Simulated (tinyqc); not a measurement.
Standing waves and exposure in a photoresist film: sweeps and comparisons. A value that a table varies takes the place of the one given here.

Normal incidence from air. Unexposed resist: N1 = n1 + i k1 with k1 = (A + B) lam/(4 pi), lam in micrometres. r01 = (1 - N1)/(1 + N1), t01 = 2/(1 + N1). Below the resist lie the layer Na = na + i ka and the substrate Ns = ns + i ks: r12 = (r1a + ras x)/(1 + r1a ras x), x = exp(4 pi i Na da/lam), r1a = (N1 - Na)/(N1 + Na), ras = (Na - Ns)/(Na + Ns). With p = exp(2 pi i N1 d/lam), the field at depth z is E(z) = t01 [exp(2 pi i N1 z/lam) + r12 p^2 exp(-2 pi i N1 z/lam)]/(1 + r01 r12 p^2), the relative intensity I(z) = n1 |E(z)|^2 and the reflectance R = |(r01 + r12 p^2)/(1 + r01 r12 p^2)|^2.

Inputs chosen for the exercise (a resist on Si, indices near tabulated ones; shifted at random, so the results belong to these values and not to a real crystal): lam = 193 nm (vacuum wavelength); n1 = 1.672 (resist index); A = 0.08 1/micrometre (bleachable absorption (Dill A)); B = 0.86 1/micrometre (fixed absorption (Dill B)); d = 102 nm (resist thickness); ns = 0.864 (substrate n); ks = 2.769 (substrate k); na = 1.83 (n of the bottom antireflection layer); ka = 0.341 (its k); da = 26 nm (its thickness).

## Swing of the coupled dose with resist thickness

The mean of I is taken over 800 depths; the relative dose to clear is taken as 1/(mean of I over the lowest period, 60 depths), scaled to 1 in the first row.

Swing:
```
d (nm),R,mean I,relative dose
102.0,0.0100,0.9994,1.000
111.6,0.0266,1.0148,1.031
121.2,0.1249,0.9177,1.160
130.9,0.1939,0.8258,1.269
140.5,0.1815,0.8137,1.258
150.1,0.0965,0.8880,1.149
159.7,0.0104,0.9840,1.062
169.3,0.0259,0.9844,1.094
179.0,0.1201,0.8904,1.225
188.6,0.1854,0.8108,1.333
198.2,0.1737,0.8049,1.322
207.8,0.0925,0.8754,1.214
217.4,0.0110,0.9592,1.128
```

How do the results move?

The period is 57.7 nm, six rows. The relative dose swings between 1.000 and 1.333, a ratio (max - min)/mean of 0.284, against the estimate 4 sqrt(|r01|^2 |r12|^2) exp(-(A + B) d) = 0.228 for the oscillating part alone; the ratio from the table also holds the slow rise from absorption, 12.8 % over two periods, so the two are not strictly comparable.

## Tuning the antireflection layer

da takes the values listed; the contrast is (Imax - Imin)/(Imax + Imin) over the lowest period of the resist (60 depths).

Results:
```
da (nm),|r12|^2,contrast
0,0.5812,0.951
10,0.3346,0.850
20,0.1134,0.597
30,0.0551,0.447
40,0.0820,0.534
50,0.0970,0.541
60,0.0612,0.443
75,0.0024,0.102
90,0.0143,0.241
110,0.0232,0.276
140,0.0085,0.163
```

What can be read from the table?

|r12|^2 starts at 0.5812 and is lowest, 0.0024, at 75 nm of those listed, where the contrast is 0.102 against 0.951. The contrast follows 2|r|/(1 + |r|^2), so even |r12|^2 = 0.01 leaves about 0.2. Values below 0.01 occur at 75 and 140 nm.

## What moves the exposure

The mean of I is over 800 depths. Each row changes one parameter from the base and keeps the others.

Results:
```
case,|r12|^2,R,mean I,I at the bottom
base,0.0620,0.0100,0.9994,1.2259
d = 112 nm,0.0620,0.0299,1.0123,1.1839
n1 = 1.689,0.0631,0.0064,1.0089,1.2421
B = 1.06 1/micrometre,0.0625,0.0102,0.9874,1.1996
ks = 2.492,0.0538,0.0058,0.9950,1.1484
da = 36 nm,0.0680,0.0715,1.0088,0.5515
ka = 0.443,0.0230,0.0206,0.9413,1.0670
```

What does this show?

The largest shifts from the base row, up to three for each result and ties (the steps differ in size, so this ranks the rows, not the parameters). |r12|^2: ka -0.0390, ks -0.0082, da +0.0060; unchanged at the printed digits by d. R: da +0.0615, d +0.0199, ka +0.0106. mean I: ka -0.0581, d +0.0129, B -0.0120. I at the bottom: da -0.6744, ka -0.1589, ks -0.0775.

tinyqc: `OMP_NUM_THREADS=1 python tinyqc.py 1680442 1680443 out.jsonl`; about 0.01 s, one thread, shared Intel(R) Xeon(R) Processor @ 2.30GHz.
